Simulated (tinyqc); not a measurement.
Changing the temperature T: classical Heisenberg spin chain: exact results, Metropolis, heat-bath and over-relaxation steps, and a Monte Carlo run. Computed by tinyqc, a small Python program. Command: `OMP_NUM_THREADS=1 python tinyqc.py 3130547 3130548 out.jsonl heismc sweep`. One thread of a shared host (Intel(R) Xeon(R) Processor @ 2.30GHz), about 0.01 s of CPU time with the checks.

E = -J sum_i s_i . s_(i+1) for unit vectors s_i on an open chain; K = J/(k_B T).

Inputs (values chosen for the exercise, for a model chain of large moments): coupling J = 23 meV; moment mu = 3.9 mu_B.

Constants: k_B = 8.617333262e-05 eV/K; mu_B = 5.7883818060e-05 eV/T.

Method. Each bond angle is independent, so u = <s_i . s_(i+1)> = coth K - 1/K, <s_i . s_(i+n)> = u^n, correlation length xi = -1/ln|u|, energy per bond -J u, heat capacity per bond c/k_B = 1 - K^2/sinh^2 K, and for the long chain chi = mu^2 (1 + u)/(3 k_B T (1 - u)) per spin.

One run for each value:
```
temperature T (K)  chi (mu_B/T per spin)  xi (sites)  heat capacity (k_B/bond)        u
13.8                          9.2992e+00      18.836                    1.0000  0.94830
23.8                          3.0663e+00      10.707                    1.0000  0.91083
40.9                          1.0035e+00       6.012                    0.9996  0.84677
70.5                          3.1889e-01       3.275                    0.9705  0.73689
121.0                         1.0314e-01       1.786                    0.7580  0.57122
209.0                         3.6747e-02       1.049                    0.4036  0.38558
360.0                         1.5387e-02       0.698                    0.1647  0.23853
620.0                         7.3074e-03       0.512                    0.0595  0.14175
1070.0                        3.7575e-03       0.401                    0.0205  0.08280
1840.0                        2.0387e-03       0.330                    0.0070  0.04828
```

What does the table show, and why?

Over the rows, chi (mu_B/T per spin) falls from 9.30 to 0.00204 (exponent d ln y / d ln x -2.0 between the first rows and -1.1 between the last); xi (sites) falls from 18.8 to 0.330 (exponent d ln y / d ln x -1.0 between the first rows and -0.36 between the last); heat capacity (k_B/bond) falls from 1.00 to 0.00698. At the low end the exponent of chi is -2.04, close to -2: chi goes as xi/T with xi as 1/T. At the low end the exponent of xi is -1.04, close to -1: xi grows as K.
